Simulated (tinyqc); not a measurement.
Bandgap voltage reference from two bipolar transistors: effect of the offset of the amplifier.

Two transistors of area 1 and N carry the same current I. Is(T) = Is (T/T0)^eta exp[(Vg0 q/kB)(1/T0 - 1/T)], VBE1 = Vt ln(I/Is(T)) + I rb, VBE2 = Vt ln(I/(N Is(T))) + I rb/N. The amplifier forces I R1(T) = VBE1 - VBE2 + Vos, with R(T) = R (1 + tc (T - T0)) for both resistors, and the output is Vref = VBE1 + I R2(T). Base currents and the Early effect are neglected.

Vt = kB T/q; I = (Vt ln N + Vos)/(R1(T) - rb (1 - 1/N)). Box coefficient: span of Vref between 233 and 398 K over its average over T and over 165 K. The last column is the R2 that gives zero slope at T0.

Inputs (values chosen for the exercise); values of the order met in silicon bipolar transistors: reference temperature T0 = 323 K; band-gap voltage extrapolated to 0 K Vg0 = 1.152 V; temperature exponent of the saturation current eta = 3.3; saturation current of the unit transistor at T0 Is = 3.3e-18 A; area ratio of the second transistor N = 24; resistor across which the difference of VBE falls, at T0 R1 = 37 kohm; temperature coefficient of both resistors tc = 1100 ppm/K; series resistance of the unit transistor rb = 0 ohm; output resistor at T0 R2 = 200.7 kohm.

Constants: q = 1.602176634e-19 C, kB = 1.380649e-23 J/K. Results are converted to the units shown.

Effect of the offset of the amplifier:
```
Vos (mV)	I at T0 (uA)	Vref at T0 (V)	slope at T0 (uV/K)	box coefficient (ppm/K)	R2 for zero slope (kohm)
-5	2.256	1.211	43.58	43.30	194.8
-3	2.310	1.223	43.48	42.80	194.8
-1	2.364	1.234	43.43	42.36	194.8
0	2.391	1.240	43.43	42.16	194.8
1	2.418	1.246	43.43	41.97	194.8
3	2.472	1.257	43.47	41.63	194.8
5	2.526	1.269	43.56	41.32	194.8
```

As Vos goes from -5 to 5, Vref rises from 1.211 to 1.269 V and the box coefficient falls from 43.3 to 41.3 ppm/K. Each mV of offset moves Vref by 5.74 mV, about R2/R1 = 5.42 plus the change of VBE1 with the current.

Computed by the program tinyqc: `OMP_NUM_THREADS=1 python tinyqc.py 2062078 2062079 out.jsonl`, one thread of a shared Intel Xeon 2.30GHz, about 0.02 s for the whole run.
